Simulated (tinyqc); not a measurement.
Luttinger-Kohn k.p, four valence bands, step by step. Computed by tinyqc, a small Python program that keeps every step. Settings: g1 = 16.32, g2 = 1.53, g3 = 2.5. Command: `OMP_NUM_THREADS=1 python tinyqc.py 22199 22200 out.jsonl` (the two numbers bound the seeds that draw the settings). One thread of a shared host (Intel(R) Xeon(R) Processor @ 2.60GHz), about 0.01 s of CPU time with the checks.

## Bloch Hamiltonian at k

Luttinger parameters chosen for this model; energies are counted downward from the top of the valence band:
```
parameter,value,unit
g1,16.320000,
g2,1.530000,
g3,2.500000,
```

k point k (1/angstrom): -0.025000  0.009000  0.048000

P = c g1 k^2, Q = c g2 (kx^2 + ky^2 - 2 kz^2), R = c sqrt3 [-g2 (kx^2 - ky^2) + 2i g3 kx ky], S = 2 c sqrt3 g3 (kx - i ky) kz, c = hbar^2/2m = 3.809982 eV angstrom^2; rows [P+Q, -S, R, 0], [-S*, P-Q, 0, R], [R*, 0, P-Q, S], [0, R*, S*, P+Q]. The path ends lie at |k| = 0.06 1/angstrom.

H(k) at k (eV):
```
,3/2,1/2,-1/2,-3/2
3/2,0.164413,0.039594+0.014254i,-0.005493-0.007424i,0.000000
1/2,0.039594-0.014254i,0.209904,0.000000,-0.005493-0.007424i
-1/2,-0.005493+0.007424i,0.000000,0.209904,-0.039594-0.014254i
-3/2,0.000000,-0.005493+0.007424i,-0.039594+0.014254i,0.164413
```

## Levels at k

Diagonalise the Hermitian matrix.

eigenvalues (eV): 0.138439  0.138439  0.235878  0.235878

## Bands along a path

The same steps at evenly spaced points between the labelled ones.

Bands along the path (eV):
```
k,band 1,band 2,band 3,band 4
[111],0.155264,0.155264,0.292424,0.292424
[111]-G 0.20,0.099369,0.099369,0.187151,0.187151
[111]-G 0.40,0.055895,0.055895,0.105273,0.105273
[111]-G 0.60,0.024842,0.024842,0.046788,0.046788
[111]-G 0.80,0.006211,0.006211,0.011697,0.011697
G,0.000000,0.000000,0.000000,0.000000
G-[100] 0.20,0.007275,0.007275,0.010633,0.010633
G-[100] 0.40,0.029100,0.029100,0.042530,0.042530
G-[100] 0.60,0.065474,0.065474,0.095693,0.095693
G-[100] 0.80,0.116399,0.116399,0.170121,0.170121
[100],0.181873,0.181873,0.265815,0.265815
```

## Hole masses

E = c [g1 k^2 -/+ 2 sqrt(g2^2 k^4 + 3 (g3^2 - g2^2)(kx^2 ky^2 + ky^2 kz^2 + kz^2 kx^2))] with c = hbar^2/2m, and m* = hbar^2 k^2 / (2 E).

Masses (electron masses):
```
direction,heavy,light
[100],0.075415,0.051600
[110],0.085270,0.047818
[111],0.088339,0.046904
```
